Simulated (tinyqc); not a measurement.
# Thermionic emission over a Gaussian spread of barriers, step by step

tinyqc, about 0.01 s, one thread, Intel Xeon 2.30GHz (shared host): `OMP_NUM_THREADS=1 python tinyqc.py 2640170 2640171 out.jsonl` Printed values are rounded.

Metal on an n-type semiconductor with one parabolic valley; V > 0 is forward bias (metal positive). Patches of barrier height b are spread as a Gaussian with mean phi - r2 V and variance sg^2 + r3 V; each carries A* T^2 exp(-b/Vt) [exp(V/Vt) - 1].

Inputs (values chosen for the exercise); band and dielectric values close to those of gallium arsenide:
- T = 300 K (temperature)
- me = 0.0665 m0 (electron mass)
- phi = 0.83 eV (barrier height seen from the metal)
- sg = 0.06 eV (standard deviation of the barrier heights)
- r2 = -0.025 (shift of the mean barrier per volt, with its sign reversed (rho2))
- r3 = -0.0017 V (change of sg^2 per volt (rho3))
- V = 0.28 V (bias)
- nb = 9 (barrier heights sampled)

Constants: q = 1.602176634e-19 C, kB = 1.380649e-23 J/K, h = 6.62607015e-34 J s, m0 = 9.1093837015e-31 kg, Vt = kB T/q. Results are converted to the units shown.

## Apparent barrier, ideality and current

A* = 4 pi q me m0 kB^2/h^3 (times 1e-4 for A/(cm^2 K^2)). The mean of exp(-b/Vt) gives the apparent barrier phi_ap(V) = phi - r2 V - (sg^2 + r3 V)/(2 Vt), J = A* T^2 exp(-phi_ap/Vt) [exp(V/Vt) - 1], and 1/n = 1 + r2 + r3/(2 Vt).

A* = 7.99152 A/(cm^2 K^2)
phi_ap(0) = 0.760373 eV
phi_ap(V) = 0.776579 eV
n = 1.06144
J = 0.00327115 A/cm^2

## The same mean by Simpson's rule

With mean mu and deviation s at this bias, take nb equally spaced b from mu - s^2/Vt - 3.5 s to mu + s, the Gaussian density g(b) and y = g exp(-(b - mu)/Vt); the integral I of y gives phi_ap = mu - Vt ln I.

```
point    b (eV)    g (1/eV)  y (1/eV)
0      0.520534  7.80056e-7  0.161632
1      0.567079  6.15559e-5   2.10742
2      0.613623  0.00242795   13.7341
3      0.660168   0.0478669   44.7380
4      0.706713    0.471691   72.8416
5      0.753258     2.32330   59.2800
6      0.799803     5.71979   24.1136
7      0.846348     7.03851   4.90279
8      0.892893     4.32920  0.498254
```

I = 10.3353
phi_ap = 0.776621 eV

This differs from the closed form by 0.042 meV. The integrand peaks at b = 0.707 eV among these points, below the mean of 0.837 eV: low barriers carry the current.
